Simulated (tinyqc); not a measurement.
p-i-n power rectifier, conductivity modulation at high injection: one step of the calculation.

A drift layer from x = -d to d (2 d = W) between ideal p+ and n+ emitters (no recombination in them). High injection, n = p, ambipolar diffusion with one lifetime; both mobilities scale as (T/300 K)^(-bt).

Task. Carrier profile. Da = 2 mun mup Vt/(mun + mup), La = sqrt(Da tau), B = (mun - mup)/(mun + mup) with mun = mud (T/300 K)^(-bt), mup likewise; n(x) = (tau J/(2 q La)) [cosh(x/La)/sinh(d/La) - B sinh(x/La)/cosh(d/La)]. 8 equal steps.

Inputs (values chosen for the exercise); bulk values close to those of 4H silicon carbide: temperature T = 350 K; drift mobility at 300 K mud = 791 cm^2/(V s); temperature exponent of the drift mobility bt = 2.4; hole mobility at 300 K mup = 110 cm^2/(V s); forward current density J = 100 A/cm^2; high-level lifetime tau = 6.6e-6 s.

Constants: q = 1.602176634e-19 C, kB = 1.380649e-23 J/K, Vt = kB T/q. Results are converted to the units shown.

W = 169.84398 um

Wanted: Da; La; B; x; n.

Result.

Da = 4.024 cm^2/s
La = 51.53 um
B = 0.7558

```
point  x (um)  n (cm^-3)
0      -84.92   7.109e17
1      -63.69   4.748e17
2      -42.46   3.203e17
3      -21.23   2.210e17
4        0.00   1.598e17
5       21.23   1.260e17
6       42.46   1.139e17
7       63.69   1.215e17
8       84.92   1.499e17
```

d/La = 1.65.

Computed by the program tinyqc: `OMP_NUM_THREADS=1 python tinyqc.py 2230028 2230029 out.jsonl`, one thread of a shared Intel Xeon 2.30GHz, about 0.01 s for the whole run.
